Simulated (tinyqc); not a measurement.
Metal-interlayer-semiconductor contact, depinning against tunnelling resistance: one step of the calculation.

Zero bias, n-type semiconductor. Gap states at the semiconductor surface thin out as exp(-be ti), which unpins the barrier; electrons must then cross the interlayer (a rectangular barrier, no voltage drop across it) and the parabolic depleted layer, both by WKB. Energies E are counted from the Fermi level; no image force, parabolic bands.

Task. Exponents and integrand on an energy grid. With U = phiB - xi: for xi < E < phiB, y = (E - xi)/U and G1 = (U/E00) [sqrt(1 - y) - y ln((1 + sqrt(1 - y))/sqrt(y))], G1 = 0 above phiB; G2 = 2 ti sqrt(mi max(phiB + dE - E, 0)/C), C = hbar^2/(2 m0); f = 1/(1 + exp(E/Vt)); integrand exp(-G1 - G2) f.

Values chosen for this exercise; semiconductor values close to those of 4H silicon carbide; interlayer mass of the order of that in strontium titanate, offset chosen freely: temperature T = 400 K; interlayer thickness ti = 0.4 nm; conduction-band offset of the interlayer above the semiconductor dE = 0.16 eV; tunnelling mass in the interlayer mi = 0.59 m0.

Constants: q = 1.602176634e-19 C, kB = 1.380649e-23 J/K, hbar = 1.054571817e-34 J s, m0 = 9.1093837015e-31 kg, Vt = kB T/q, hbar^2/(2 m0) = 0.0380998212 eV nm^2. Results are converted to the units shown.

E, point 0 to 16 (eV): -0.01  0.01562  0.04125  0.06688  0.0925  0.11813  0.14375  0.16938  0.195  0.22062  0.24625  0.27188  0.2975  0.32312  0.34875  0.37438  0.4
phiB = 0.40204522 eV
xi = -0.016786711 eV
E00 = 0.072572566 eV

Find: G1; G2; f; integrand.

Result.

```
point      G1      G2          f  integrand (1e-4)
0      5.4671  2.3811    0.57202            2.2337
1      4.6715  2.3271    0.38861            3.5487
2      4.0411  2.2719    0.23206            4.2061
3      3.4976  2.2153    0.12562            4.1493
4      3.0156  2.1572   0.063951            3.6251
5      2.5820  2.0975   0.031459            2.9206
6      2.1894  2.0361   0.015212            2.2236
7      1.8328  1.9727  0.0072900            1.6219
8      1.5089  1.9073  0.0034801            1.1428
9      1.2155  1.8395  0.0016580            0.7813
10     0.9510  1.7691  7.8894e-4            0.5197
11     0.7147  1.6958  3.7523e-4            0.3368
12     0.5068  1.6192  1.7848e-4            0.2130
13     0.3277  1.5388  8.4885e-5            0.1313
14     0.1793  1.4539  4.0358e-5            0.0788
15     0.0662  1.3638  1.9187e-5            0.0459
16     0.0013  1.2673  9.1247e-6            0.0257
```

Numbers from tinyqc (`OMP_NUM_THREADS=1 python tinyqc.py 2270031 2270032 out.jsonl`; about 0.02 s on one thread of a shared Intel Xeon 2.30GHz).
